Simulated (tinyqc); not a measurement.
# Minority carriers and saturation current of a heavily doped emitter: effect of temperature on the narrowing factor

n-type, parabolic bands, full ionisation. eta = (EF - Ec)/kB T solves N = Nc F12(eta), F12(x) = (2/sqrt(pi)) int_0^infinity sqrt(u)/(1 + exp(u - x)) du. The gap shrinks rigidly by dEg = E1 [ln(N/N0) + sqrt(ln^2(N/N0) + 0.5)], an empirical law that is here taken as the true narrowing.

Nc is given at 250 K and scales as T^1.5; dEg is held. The factor nie^2/ni^2 = exp(dEg/kB T) g, g = F12(eta) exp(-eta), divides the current gain of a transistor with this emitter.

Parameters, values chosen for the exercise; band and dielectric values close to those of silicon:
```
symbol,value,unit,meaning
Nc,2.15e19,cm^-3,conduction-band density of states at 250 K
N,4.1e19,cm^-3,ionised donor density
E1,6.9,meV,energy of the narrowing law
N0,7.8e16,cm^-3,density of the narrowing law
```

Constants: q = 1.602176634e-19 C, kB = 1.380649e-23 J/K, Vt = kB T/q. Results are converted to the units shown.

Effect of temperature on the narrowing factor:

| T (K) | eta | g | nie^2/ni^2 | its logarithm |
|---|---|---|---|---|
| 150 | 2.788 | 0.2525 | 207.1 | 5.333 |
| 200 | 1.890 | 0.4026 | 61.71 | 4.122 |
| 250 | 1.303 | 0.5183 | 29.03 | 3.368 |
| 300 | 0.8749 | 0.6048 | 17.32 | 2.852 |
| 350 | 0.5415 | 0.6699 | 11.88 | 2.475 |
| 400 | 0.2694 | 0.7197 | 8.910 | 2.187 |
| 450 | 0.04001 | 0.7587 | 7.102 | 1.960 |

What does the comparison show?

The factor falls from 207 to 7.10. Its slope against q/kB T is 62.6 meV between the first two rows and 70.4 meV between the last two, against dEg = 86.7 meV: degeneracy takes back part of the narrowing. The factor grows on cooling, so the current gain of such a transistor falls.

Range of the model: Band tails, non-parabolic bands and incomplete ionisation are left out.

Computed by the program tinyqc: `OMP_NUM_THREADS=1 python tinyqc.py 2330034 2330035 out.jsonl`, one thread of a shared Intel Xeon 2.30GHz, about 0.01 s for the whole run.
